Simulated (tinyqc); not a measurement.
# Trapped share and trap depth from dynamic on-resistance

Question. Traps remove the share ft of the electrons in the drain access (length Ld, sheet resistance Rsh before stress), so Ron grows by Rsh Ld ft/(1 - ft). The recovery time goes as T^(-2) exp(q Ea/(kB T)). Find ft and Ea.

Values chosen for this exercise:

| symbol | value | unit | meaning |
|---|---|---|---|
| Ld | 12 | um | drain access length |

Constants: q = 1.602176634e-19 C, kB = 1.380649e-23 J/K. Results are converted to the units shown.

Ron before and just after an off-state stress (ohm mm): 8.3149276  10.487800
Rsh = 543.21814 ohm
recovery times at 300 and 410 K (s): 3.1  5.0638858e-4

Solution. The rise of Ron over Rsh Ld is ft/(1 - ft); ln(t T^2) is linear in 1/T.

ft = 0.250
Ea = 0.780 eV

Program tinyqc, `OMP_NUM_THREADS=1 python tinyqc.py 2570091 2570092 out.jsonl`; Intel Xeon 2.30GHz, shared host, one thread, about 0.01 s.
